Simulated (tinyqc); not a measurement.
# Input admittance of a MOSFET at zero drain bias: distributed channel and distributed gate: input impedance against frequency

Source and drain grounded, strong inversion, w = 2 pi f, Cox = eps0 eox/tox. The channel is an RC line of resistance 1/(mu Cox Vo) per square fed from both ends, so one finger has the intrinsic admittance y = i w Cox L tanh(g)/g per width, g = (1/2) sqrt(i w tau), tau = L^2/(mu Vo). The vertical resistance rv/L is in series with y, the overlaps 2 i w Cov in parallel: y_t = 1/(1/y + rv/L) + 2 i w Cov. The gate strip is a line of Rsh/L per length loaded by y_t, so a finger has Y = y_t Wf tanh(k)/k, k = (Wf/sd) sqrt(y_t Rsh/L); the device has Nf Y.

Low-frequency limits, with c = Cox L and ct = c + 2 Cov: R_strip = Rsh Wf/(3 sd^2 L Nf), R_ch = (c/ct)^2 L/(12 mu Cox Vo Wf Nf), R_vert = (c/ct)^2 rv/(L Wf Nf), C = ct Wf Nf. Z = 1/(Nf Y) = R + 1/(i w C), Q = |Im Z|/R, far-point signal |1/cosh k|.

Parameters, values chosen for the exercise; values of the order met in silicon radio-frequency transistors: relative permittivity of the gate insulator (close to zirconium oxide) eox = 24.5; insulator thickness tox = 20 nm; channel length L = 0.13 um; finger width Wf = 7 um; number of fingers Nf = 64; channel mobility mu = 360 cm^2/(V s); gate overdrive Vo = 0.45 V; sheet resistance of the gate Rsh = 3.3 ohm/square; vertical resistivity of the gate stack rv = 0 ohm um^2; number of ends at which a finger is contacted sd = 2; overlap and fringe capacitance on each side Cov = 0.35 fF/um.

Constants: eps0 = 8.8541878128e-14 F/cm where lengths are in cm. Results are converted to the units shown.

The same in every row: low-frequency R (ohm) = 0.29283.

Results:
```
f (GHz)	w tau	|k|	R (ohm)	C (fF)	Q	signal at the far point
0.6	0.0039328	0.049735	0.29283	945.29	958.28	1.0000
1	0.0065547	0.064208	0.29283	945.29	574.97	1.0000
3	0.019664	0.11121	0.29283	945.29	191.66	0.99998
6	0.039328	0.15728	0.29282	945.28	95.830	0.99992
30	0.19664	0.35165	0.29278	944.88	19.177	0.99805
60	0.39328	0.49720	0.29263	943.65	9.6058	0.99228
100	0.65547	0.64153	0.29229	940.77	5.7879	0.97901
300	1.9664	1.1037	0.28831	907.62	2.0274	0.84883
```

Estimate the missing row, f = 10 GHz.

Computed row:
```
f (GHz)	w tau	|k|	R (ohm)	C (fF)	Q	signal at the far point
10	0.065547	0.20304	0.29282	945.25	57.501	0.99978
```

With this row back in the table: R falls from 0.293 to 0.288 ohm and C falls from 945 to 908 fF. Q goes as f^(-1.00) between the first two rows and f^(-0.95) between the last two, where w tau = 1.97 and |k| = 1.10. The low-frequency limits hold both R and C within 5 % up to f = 300 GHz among the rows.

Computed by the program tinyqc: `OMP_NUM_THREADS=1 python tinyqc.py 2262144 2262145 out.jsonl`, one thread of a shared Intel Xeon 2.30GHz, about 0.01 s for the whole run.
